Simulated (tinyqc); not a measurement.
Approximations to the ground state: Holstein polaron on two sites. Computed by tinyqc, a small Python program. Command: `OMP_NUM_THREADS=1 python tinyqc.py 3020567 3020568 out.jsonl holstein walk`. One thread of a shared host (Intel(R) Xeon(R) Processor @ 2.30GHz), about 0.01 s of CPU time with the checks.

One electron on sites 1 and 2: H = -t (c1+ c2 + c2+ c1) + hbar omega sum_i b_i+ b_i - g hbar omega sum_i n_i (b_i + b_i+). The symmetric phonon shifts the energy by -g^2 hbar omega/2 and drops out; with b = (b_1 - b_2)/sqrt(2) there remains H = -t sigma_x + hbar omega b+ b - (g hbar omega/sqrt(2)) sigma_z (b + b+). Parity splits it into blocks p = +1 and -1 over phonon numbers n. Zero-point energies are left out. Weights Z refer to mode b alone; the displaced symmetric mode multiplies the full zero-phonon weight by exp(-g^2/2).

Inputs (values chosen for the exercise, for a model dimer): hopping t = 21 meV; phonon energy hbar omega = 53.8 meV; coupling g = 1.47.

Method:
- Polaron binding energy E_p = g^2 hbar omega; ratio E_p/t (the adiabatic potential has two wells when it exceeds 1); adiabaticity hbar omega/t.
- Block p: H_nn = n hbar omega - p t (-1)^n - g^2 hbar omega/2, H_(n,n+1) = -(g hbar omega/sqrt(2)) sqrt(n + 1).
- Use 60 levels in both blocks; Z = c_0^2 is the weight of n = 0 in the ground state c; the splitting is the lowest odd level less the lowest even one, which without coupling is the smaller of 2t and hbar omega; <sigma_x> = sum (-1)^n c_n^2 measures the kinetic energy.
- Second order: E = -t - E_p/2 - (E_p/2) hbar omega/(hbar omega + 2t). Lang-Firsov: E = -E_p - t exp(-g^2). Variable displacement: E(x) = -E_p/2 - t exp(-g^2 x^2) - (E_p/2)(2x - x^2), minimised over 0 <= x <= 1. Adiabatic, classical lattice: E = -E_p/2 - t for E_p < t, else -E_p - t^2/(2 E_p); it leaves out the change of zero-point energy.

E_p = 116.256 meV

E_p/t = 5.53602

ground-state energy = -121.152 meV

hbar omega/t = 2.56190

splitting/(2t) = 0.117414

Ground-state energy (meV):
```
method                       E  E - exact
second order in g      -111.77     9.3794
Lang-Firsov            -118.68     2.4755
variable displacement  -119.37     1.7855
adiabatic, classical   -118.15     2.9985
```

best displacement x = 0.86644

What does the comparison show, and why?

Closest here is variable displacement (+1.79 meV), furthest second order in g (+9.38 meV), at hbar omega/t = 2.56 and E_p/t = 5.54. Lang-Firsov and variable displacement are variational and lie above the exact value. The Lang-Firsov narrowing exp(-g^2) = 0.115 compares with the exact splitting ratio 0.117.

Extremes, crossings and ranges named in words are read from the listed rows.
